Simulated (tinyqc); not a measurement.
# Phonon and roughness prefactors from two fields

Question. At 300 K and high field 1/mu = E^(1/3)/Ap + E^gs/As, E in MV/cm. Find Ap and As.

Inputs (values chosen for the exercise): exponent of the roughness term gs = 2.

mu at E = 0.56 and 1.23 MV/cm (cm^2/(V s)): [439.26031, 244.94848]

Answer. Two linear equations in 1/Ap and 1/As.

Ap = 421 cm^2/(V s)
As = 984 cm^2/(V s)

Numbers from tinyqc (`OMP_NUM_THREADS=1 python tinyqc.py 2510060 2510061 out.jsonl`; about 0.01 s on one thread of a shared Intel Xeon 2.30GHz).
